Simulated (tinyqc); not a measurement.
Worked calculation: Heisenberg spin cluster by exact diagonalisation: multiplets, susceptibility, level crossings. Computed by tinyqc, a small Python program that keeps every step. Command: `OMP_NUM_THREADS=1 python tinyqc.py 3028490 3028491 out.jsonl spincl walk`. One thread of a shared host (Intel(R) Xeon(R) Processor @ 2.30GHz), about 0.01 s of CPU time with the checks. Intermediate numbers are printed to about 7 digits and carried at full precision; extremes and crossings named in words are read from the listed rows.

H = J1 sum S_i.S_j over the bonds 1-2, 2-3, 3-4, 4-1 + J2 sum over 1-3, 2-4 - g mu_B B S_z; J > 0 is antiferromagnetic.

Inputs (values chosen for the exercise, for a model cluster):
```
quantity       value  unit
exchange J1    0.785   meV
exchange J2     0.69   meV
g factor        2.05     -
temperature T    1.6     K
field B          8.6     T
```

Cluster: square with diagonals J2. Spin s of each site: 0.5.

Constants: k_B = 8.617333262e-05 eV/K; mu_B = 5.7883818060e-05 eV/T.

## The block with S_z = 0

Basis: products of m values. S_i.S_j = m_i m_j on the diagonal and (1/2) sqrt[s(s+1) - m_i(m_i+1)] sqrt[s(s+1) - m_j(m_j-1)], s the spin of a site, between states that differ by one flip up and one down.

H at B = 0 (meV), lower triangle (symmetric):
```
                     +0.5 +0.5 -0.5 -0.5  +0.5 -0.5 +0.5 -0.5  +0.5 -0.5 -0.5 +0.5  -0.5 +0.5 +0.5 -0.5  -0.5 +0.5 -0.5 +0.5  -0.5 -0.5 +0.5 +0.5
+0.5 +0.5 -0.5 -0.5              -0.3450
+0.5 -0.5 +0.5 -0.5               0.3925              -0.4400
+0.5 -0.5 -0.5 +0.5               0.3450               0.3925              -0.3450
-0.5 +0.5 +0.5 -0.5               0.3450               0.3925               0.0000              -0.3450
-0.5 +0.5 -0.5 +0.5               0.3925               0.0000               0.3925               0.3925              -0.4400
-0.5 -0.5 +0.5 +0.5               0.0000               0.3925               0.3450               0.3450               0.3925              -0.3450
```

## Multiplets

Every multiplet has one member in the block S_z = 0; diagonalise it and read the total spin from <S^2> = S (S + 1).

Levels at B = 0:
```
E (meV)  total S  number of multiplets
-1.225         0                     1
-1.035         0                     1
-0.440         1                     1
-0.345         1                     2
1.130          2                     1
```

ground energy = -1.225 meV

gap to the next level = 0.19 meV

The ground state has S = 0; the next level has S = 0. The highest spin, S = 2, lies at 1.13 meV, s^2 times the sum of all J, s the spin of a site.

## Thermal averages at zero field

Z = sum k (2S + 1) exp(-E/(k_B T)) over the table, k the number of multiplets; <S^2> likewise with the factor S (S + 1); chi T = N_A g^2 mu_B^2 <S^2>/(3 k_B) = 0.125049 g^2 <S^2> cm^3 K/mol (cgs, per mole of clusters); C = (<E^2> - <E>^2)/(k_B T)^2; entropy = ln Z + <E>/(k_B T).

<S^2> = 0.03183118

chi T = 0.01672787 cm^3 K/mol

heat capacity = 0.8222634 k_B

entropy = 0.6099701 k_B

Free spins would give <S^2> = 3 and the entropy 2.773 k_B; chi T is 1 % of the free value.

## Magnetisation in the field

Each multiplet splits as E - g mu_B B m; <S_z> is the Boltzmann mean. The first level crossing is at the smallest (E_S - E_0)/(g mu_B (S - S_0)) over higher spins (0 if the ground state has the highest spin).

<S_z> = 0.9068998

first crossing field = 6.615438 T

Linear response would give g mu_B B <S^2>/(3 k_B T) = 0.0785. B is past the first crossing.

## Susceptibility against the Curie-Weiss form

High-temperature form: chi T = C0/(1 - theta/T), C0 = 0.125049 g^2 n s (s + 1), k_B theta = -(2/3) s (s + 1) (sum of J over bonds)/n, n = 4; a dash where T <= 1.05 theta.

theta = -6.556553 K

Against temperature:
```
T (K)   chi T (cm^3 K/mol)  Curie-Weiss  chi (cm^3/mol)       C (k_B)
0.91          2.075691e-04     0.192146    2.280979e-04  4.599562e-01
1.80          3.124746e-02     0.339590    1.735970e-02  1.009104e+00
3.20          2.315042e-01     0.517086    7.234506e-02  1.476103e+00
5.50          5.277576e-01     0.719198    9.595593e-02  8.462731e-01
9.10          7.849092e-01     0.916335    8.625376e-02  4.580451e-01
15.00         1.015809e+00     1.097037    6.772062e-02  2.390568e-01
23.00         1.179770e+00     1.226827    5.129436e-02  1.233971e-01
36.00         1.309834e+00     1.333660    3.638429e-02  5.672148e-02
73.00         1.439585e+00     1.446625    1.972034e-02  1.510723e-02
150.00        1.508692e+00     1.510529    1.005794e-02  3.717372e-03
```

The Curie-Weiss form is within 3 % in the last 3 rows. chi passes a maximum, at 5.5 K among these rows, the mark of a singlet ground state; among these rows C is largest at 3.2 K, and the gap is 2.2 K.

Checks made by the program: the trace of H and the count of states (relative difference below 1e-10).
